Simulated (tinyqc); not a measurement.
Worked calculation: UHF in the sto-6g basis, for H4, spin multiplicity 3. This run ends on a higher stationary point, not on the lowest solution. Computed by tinyqc, a small Python program that keeps every step (integrals from PySCF). Settings: charge = 0, multiplicity = 3, basis = sto-6g, energy threshold = 1e-08, iteration cap = 55, orthogonalisation = symmetric, start = core, DIIS depth = 6, DIIS from iteration = 2, method = UHF. Command: `OMP_NUM_THREADS=1 python tinyqc.py 24444 24445 out.jsonl` (the two numbers bound the seeds that draw the settings). One thread of a shared host (Intel(R) Xeon(R) Processor @ 2.60GHz), about 0.1 s of CPU time with the checks. Later iterations appear only in the table of the cycle.

## One-electron integrals

Geometry (angstrom):

| atom | x | y | z |
|---|---|---|---|
| H | 0.000000 | 0.000000 | 0.000000 |
| H | 0.000000 | 0.000000 | 1.208000 |
| H | 0.000000 | 0.000000 | 2.384000 |
| H | 0.000000 | 0.000000 | 3.593000 |

Basis sto-6g: exponents (1/bohr^2) and contraction coefficients of normalised primitives:

| element | l (shell) | exponent | coefficient |
|---|---|---|---|
| H | s (1) | 35.523221 | 0.009164 |
| H | s (1) | 6.513144 | 0.049361 |
| H | s (1) | 1.822143 | 0.168538 |
| H | s (1) | 0.625955 | 0.370563 |
| H | s (1) | 0.243077 | 0.416492 |
| H | s (1) | 0.100112 | 0.130334 |

Overlap, kinetic and nuclear-attraction integrals over the contracted functions; the nuclear repulsion is the sum of Za Zb / Rab.

nuclear repulsion = 1.91686709 hartree

overlap S, lower triangle:
```
          1H 1s     2H 1s     3H 1s     4H 1s
1H 1s  1.000000
2H 1s  0.383417  1.000000
3H 1s  0.063679  0.399631  1.000000
4H 1s  0.007212  0.063572  0.382918  1.000000
```

kinetic energy T (hartree), lower triangle:
```
           1H 1s      2H 1s     3H 1s     4H 1s
1H 1s   0.768522
2H 1s   0.052544   0.768522
3H 1s  -0.011025   0.059806  0.768522
4H 1s  -0.002419  -0.011018  0.052326  0.768522
```

nuclear attraction V (hartree), lower triangle:
```
           1H 1s      2H 1s      3H 1s      4H 1s
1H 1s  -2.041014
2H 1s  -0.745011  -2.336792
3H 1s  -0.117724  -0.832033  -2.336551
4H 1s  -0.012440  -0.117502  -0.743785  -2.040587
```

core Hamiltonian H = T + V (hartree), lower triangle:
```
           1H 1s      2H 1s      3H 1s      4H 1s
1H 1s  -1.272492
2H 1s  -0.692468  -1.568270
3H 1s  -0.128749  -0.772227  -1.568029
4H 1s  -0.014859  -0.128520  -0.691458  -1.272065
```

## Two-electron integrals

Functions are numbered as in S; the eight-fold symmetry (ij|kl) = (ji|kl) = (kl|ij) leaves the list below.

Two-electron integrals (ij|kl) in chemists' order, unique and non-zero (hartree):
```
(11|11) 0.774999   (21|11) 0.224150   (21|21) 0.089367   (22|11) 0.415692
(22|21) 0.224150   (22|22) 0.774999   (31|11) 0.026804   (31|21) 0.011962
(31|22) 0.035286   (31|31) 0.001907   (32|11) 0.118678   (32|21) 0.064033
(32|22) 0.235920   (32|31) 0.012453   (32|32) 0.097850   (33|11) 0.221780
(33|21) 0.114937   (33|22) 0.424576   (33|31) 0.026804   (33|32) 0.235920
(33|33) 0.774999   (41|11) 0.002322   (41|21) 0.001066   (41|22) 0.003266
(41|31) 0.000186   (41|32) 0.001302   (41|33) 0.003267   (41|41) 0.000020
(42|11) 0.014687   (42|21) 0.007544   (42|22) 0.026752   (42|31) 0.001551
(42|32) 0.012430   (42|33) 0.035221   (42|41) 0.000186   (42|42) 0.001901
(43|11) 0.068355   (43|21) 0.033349   (43|22) 0.114760   (43|31) 0.007547
(43|32) 0.063931   (43|33) 0.223790   (43|41) 0.001065   (43|42) 0.011924
(43|43) 0.089113   (44|11) 0.147279   (44|21) 0.068432   (44|22) 0.221687
(44|31) 0.014708   (44|32) 0.118615   (44|33) 0.415419   (44|41) 0.002322
(44|42) 0.026752   (44|43) 0.223790   (44|44) 0.774999
```

## Orthogonalisation

S = U s U^T; symmetric (Loewdin) form X = U s^(-1/2) U^T, so that X^T S X = 1.

eigenvalues of S: 0.421604  0.715444  1.171552  1.691399

X, lower triangle:
```
           1H 1s      2H 1s      3H 1s     4H 1s
1H 1s   1.064823
2H 1s  -0.226071   1.142948
3H 1s   0.036684  -0.250363   1.142747
4H 1s  -0.006043   0.036644  -0.225716  1.064635
```

## Starting guess

The start is the orbitals of the core Hamiltonian; D(s) = C_occ C_occ^T for each spin.

D(alpha) at the start, lower triangle:
```
           1H 1s      2H 1s     3H 1s     4H 1s
1H 1s   0.719157
2H 1s   0.040753   0.775676
3H 1s  -0.409935   0.056509  0.775979
4H 1s   0.437198  -0.409852  0.040596  0.719694
```

D(beta) at the start, lower triangle:
```
          1H 1s     2H 1s     3H 1s     4H 1s
1H 1s  0.009362
2H 1s  0.054419  0.316309
3H 1s  0.054347  0.315890  0.315471
4H 1s  0.009319  0.054168  0.054096  0.009276
```

## Iteration 1: building the Fock matrix

J_ij = sum D_kl (ij|kl) with D = D(alpha) + D(beta), K_ij = sum D_kl (ik|jl) for each spin; F = H + J - K(s); E = tr D H + tr D J / 2 - 0.5 sum_s tr D(s) K(s) + E_nn.

Coulomb J (hartree), lower triangle:
```
          1H 1s     2H 1s     3H 1s     4H 1s
1H 1s  1.484520
2H 1s  0.641495  1.973038
3H 1s  0.108723  0.768680  1.972674
4H 1s  0.011645  0.108518  0.640447  1.484069
```

exchange K(alpha) (hartree), lower triangle:
```
          1H 1s     2H 1s     3H 1s     4H 1s
1H 1s  0.626978
2H 1s  0.320078  0.720825
3H 1s  0.027539  0.331753  0.720854
4H 1s  0.026481  0.027463  0.319654  0.627161
```

exchange K(beta) (hartree), lower triangle:
```
          1H 1s     2H 1s     3H 1s     4H 1s
1H 1s  0.071171
2H 1s  0.143775  0.461651
3H 1s  0.091579  0.339208  0.460882
4H 1s  0.026360  0.091350  0.143184  0.070726
```

F(alpha) (hartree), lower triangle:
```
           1H 1s      2H 1s      3H 1s      4H 1s
1H 1s  -0.414949
2H 1s  -0.371050  -0.316057
3H 1s  -0.047564  -0.335300  -0.316209
4H 1s  -0.029695  -0.047465  -0.370665  -0.415157
```

F(beta) (hartree), lower triangle:
```
           1H 1s      2H 1s      3H 1s     4H 1s
1H 1s   0.140857
2H 1s  -0.194748  -0.056883
3H 1s  -0.111605  -0.342755  -0.056237
4H 1s  -0.029574  -0.111352  -0.194195  0.141278
```

total energy of this density = -1.78168442 hartree

## Iteration 1: diagonalisation and new density

Diagonalise F' = X^T F X, C = X C', fill 3 alpha and 1 beta electrons from the bottom; D(s) = C_occ C_occ^T. Each column has its largest component positive (the first on a tie).

F' = X^T F X (alpha) (hartree), lower triangle:
```
           1          2          3          4
1  -0.306179
2  -0.307495  -0.072884
3   0.096116  -0.320346  -0.073418
4  -0.047737   0.096044  -0.307004  -0.306703
```

orbital energies (alpha) (hartree): MO1 -0.585920, MO2 -0.481840, MO3 -0.161756, MO4 0.470332

coefficients C (alpha):
```
            MO1        MO2        MO3        MO4
1H 1s  0.405144  -0.572513   0.643350  -0.529649
2H 1s  0.376237  -0.314642  -0.523252   0.952427
3H 1s  0.376451   0.314258  -0.524667  -0.951366
4H 1s  0.405474   0.572777   0.643563   0.528316
```

F' = X^T F X (beta) (hartree), lower triangle:
```
           1          2          3         4
1   0.247623
2  -0.268843   0.208449
3   0.013607  -0.419364   0.208814
4  -0.014397   0.013655  -0.268284  0.247671
```

orbital energies (beta) (hartree): MO1 -0.326782, MO2 0.108696, MO3 0.349298, MO4 0.781344

coefficients C (beta):
```
            MO1        MO2        MO3        MO4
1H 1s  0.188752  -0.576400   0.736688  -0.525133
2H 1s  0.519299  -0.306760  -0.382964   0.954478
3H 1s  0.518571   0.307743  -0.383521  -0.954010
4H 1s  0.187986   0.576847   0.736850   0.524151
```

D(alpha) after iteration 1, lower triangle:
```
           1H 1s      2H 1s      3H 1s     4H 1s
1H 1s   0.905811
2H 1s  -0.004067   0.514346
3H 1s  -0.364944   0.317289   0.515748
4H 1s   0.250389  -0.364411  -0.005015  0.906656
```

D(beta) after iteration 1, lower triangle:
```
          1H 1s     2H 1s     3H 1s     4H 1s
1H 1s  0.035627
2H 1s  0.098018  0.269671
3H 1s  0.097881  0.269293  0.268916
4H 1s  0.035483  0.097621  0.097484  0.035339
```

## Iteration 2: building the Fock matrix

As before.

Coulomb J (hartree), lower triangle:
```
          1H 1s     2H 1s     3H 1s     4H 1s
1H 1s  1.541445
2H 1s  0.629686  1.849800
3H 1s  0.104299  0.719655  1.849618
4H 1s  0.011235  0.104106  0.628699  1.541067
```

exchange K(alpha) (hartree), lower triangle:
```
          1H 1s     2H 1s     3H 1s     4H 1s
1H 1s  0.735558
2H 1s  0.306692  0.617062
3H 1s  0.034739  0.345424  0.617539
4H 1s  0.009774  0.034667  0.306232  0.735821
```

exchange K(beta) (hartree), lower triangle:
```
          1H 1s     2H 1s     3H 1s     4H 1s
1H 1s  0.108265
2H 1s  0.162719  0.430281
3H 1s  0.101342  0.314122  0.429415
4H 1s  0.035343  0.101079  0.161974  0.107552
```

F(alpha) (hartree), lower triangle:
```
           1H 1s      2H 1s      3H 1s      4H 1s
1H 1s  -0.466605
2H 1s  -0.369474  -0.335532
3H 1s  -0.059189  -0.397996  -0.335951
4H 1s  -0.013397  -0.059080  -0.368992  -0.466819
```

F(beta) (hartree), lower triangle:
```
           1H 1s      2H 1s      3H 1s     4H 1s
1H 1s   0.160688
2H 1s  -0.225501  -0.148751
3H 1s  -0.125792  -0.366693  -0.147826
4H 1s  -0.038966  -0.125493  -0.224734  0.161451
```

total energy of this density = -1.91071671 hartree

## Iteration 2: diagonalisation and new density

As before.

F' = X^T F X (alpha) (hartree), lower triangle:
```
           1          2          3          4
1  -0.366641
2  -0.289978  -0.069794
3   0.089721  -0.386700  -0.070695
4  -0.025829   0.089606  -0.289323  -0.367208
```

orbital energies (alpha) (hartree): MO1 -0.627396, MO2 -0.514289, MO3 -0.222303, MO4 0.489649

coefficients C (alpha):
```
            MO1        MO2        MO3        MO4
1H 1s  0.383658  -0.611452   0.656424  -0.484128
2H 1s  0.393346  -0.240484  -0.510307   0.973907
3H 1s  0.393661   0.240104  -0.512088  -0.972621
4H 1s  0.383860   0.611828   0.656649   0.482601
```

F' = X^T F X (beta) (hartree), lower triangle:
```
           1          2          3         4
1   0.279481
2  -0.286752   0.111256
3   0.004924  -0.398923   0.111890
4  -0.020693   0.004991  -0.286100  0.279812
```

orbital energies (beta) (hartree): MO1 -0.406418, MO2 0.095667, MO3 0.378022, MO4 0.715169

coefficients C (beta):
```
            MO1        MO2        MO3        MO4
1H 1s  0.168860   0.512898   0.741321  -0.587540
2H 1s  0.529643   0.413570  -0.369091   0.913057
3H 1s  0.528529  -0.415091  -0.369112  -0.912665
4H 1s  0.167985  -0.512829   0.741845   0.586709
```

D(alpha) after iteration 2, lower triangle:
```
           1H 1s      2H 1s      3H 1s     4H 1s
1H 1s   0.951959
2H 1s  -0.037023   0.472967
3H 1s  -0.331928   0.358426   0.474853
4H 1s   0.204208  -0.331237  -0.038249  0.952870
```

D(beta) after iteration 2, lower triangle:
```
          1H 1s     2H 1s     3H 1s     4H 1s
1H 1s  0.028514
2H 1s  0.089435  0.280521
3H 1s  0.089247  0.279932  0.279343
4H 1s  0.028366  0.088972  0.088785  0.028219
```

## Iteration 10 (converged): orbitals

converged F(alpha) (hartree), lower triangle:
```
           1H 1s      2H 1s      3H 1s      4H 1s
1H 1s  -0.492623
2H 1s  -0.358333  -0.321094
3H 1s  -0.065554  -0.407486  -0.305371
4H 1s  -0.010168  -0.065420  -0.356707  -0.488238
```

converged F(beta) (hartree), lower triangle:
```
           1H 1s      2H 1s      3H 1s     4H 1s
1H 1s   0.193213
2H 1s  -0.212385  -0.173013
3H 1s  -0.119686  -0.386878  -0.190289
4H 1s  -0.033513  -0.121558  -0.220477  0.188249
```

As before.

F' = X^T F X (alpha) (hartree), lower triangle:
```
           1          2          3          4
1  -0.401131
2  -0.272517  -0.052232
3   0.081200  -0.406305  -0.033399
4  -0.018727   0.081222  -0.275549  -0.396216
```

orbital energies (alpha) (hartree): MO1 -0.626829, MO2 -0.522330, MO3 -0.239874, MO4 0.506054

coefficients C (alpha):
```
            MO1        MO2        MO3        MO4
1H 1s  0.422852  -0.622523   0.646670   0.449243
2H 1s  0.383011  -0.184699  -0.536500  -0.976125
3H 1s  0.363877   0.203616  -0.515290   0.990684
4H 1s  0.394257   0.644475   0.635908  -0.458921
```

F' = X^T F X (beta) (hartree), lower triangle:
```
           1          2          3         4
1   0.309499
2  -0.274792   0.084225
3   0.011142  -0.408640   0.066307
4  -0.017112   0.010489  -0.278878  0.306528
```

orbital energies (beta) (hartree): MO1 -0.431489, MO2 0.106218, MO3 0.388874, MO4 0.702955

coefficients C (beta):
```
            MO1        MO2        MO3        MO4
1H 1s  0.129053   0.492998   0.745089  -0.609492
2H 1s  0.535188   0.456081  -0.340149   0.900736
3H 1s  0.556591  -0.441752  -0.347169  -0.891841
4H 1s  0.137240  -0.486939   0.752329   0.603184
```

D(alpha) after iteration 10, lower triangle:
```
           1H 1s      2H 1s      3H 1s     4H 1s
1H 1s   0.984520
2H 1s  -0.070002   0.468643
3H 1s  -0.306112   0.378214   0.439390
4H 1s   0.176734  -0.309193  -0.052991  0.975165
```

D(beta) after iteration 10, lower triangle:
```
          1H 1s     2H 1s     3H 1s     4H 1s
1H 1s  0.016655
2H 1s  0.069068  0.286426
3H 1s  0.071830  0.297881  0.309794
4H 1s  0.017711  0.073449  0.076386  0.018835
```

## Convergence

Stop when the energy changes by less than 1e-08 hartree and every element of the error matrix X^T (F D S - S D F) X (for each spin) is below 3e-05.

Course of the cycle:

| iteration | E (hartree) | change | largest element of the error matrix |
|---|---|---|---|
| 1 | -1.78168442 | - | 1.43e-01 |
| 2 | -1.91071671 | -1.29e-01 | 3.86e-02 |
| 3 | -1.91989418 | -9.18e-03 | 1.39e-02 |
| 4 | -1.92204306 | -2.15e-03 | 2.71e-03 |
| 5 | -1.92211100 | -6.79e-05 | 1.56e-04 |
| 6 | -1.92211121 | -2.15e-07 | 1.60e-04 |
| 7 | -1.92204472 | 6.65e-05 | 2.85e-03 |
| 8 | -1.92208198 | -3.73e-05 | 1.83e-03 |
| 9 | -1.92210728 | -2.53e-05 | 1.72e-05 |
| 10 | -1.92210728 | 6.08e-10 | 8.61e-07 |

PySCF UHF in the same basis, after a stability check = -1.92226929 hartree

Converged in 10 iterations. But the solution lies 0.00016 hartree above the reference: it is another stationary point, not the lowest one. Reruns (cap 100 unless said): DIIS 8: converged in 11 to a higher stationary point; damping 0.5: not converged; level shift 0.5: not converged; atomic densities as start, DIIS 8: converged in 13 to a higher stationary point.

## Populations, bond orders and dipole

Mulliken: Z minus the diagonal of D S on the atom; Loewdin: the same with S^(1/2) D S^(1/2); Mayer order: 2 sum_s sum (D(s) S)_ij (D(s) S)_ji over the two atoms.

Charges (e):

| atom | Mulliken | Loewdin | Mulliken spin |
|---|---|---|---|
| 1H | 0.012700 | 0.010634 | 0.891624 |
| 2H | -0.009914 | -0.007759 | 0.136674 |
| 3H | -0.013413 | -0.011278 | 0.088092 |
| 4H | 0.010626 | 0.008403 | 0.883611 |

Mayer bond orders:

| pair | order |
|---|---|
| 2-1 | 0.093438 |
| 3-1 | 0.098659 |
| 3-2 | 0.787407 |
| 4-1 | 0.012749 |
| 4-2 | 0.100376 |
| 4-3 | 0.105994 |

dipole moment about the origin, x y z (debye): 0.000000  0.000000  -0.027721

<S^2> of the determinant (pure state: 2) = 2.000284
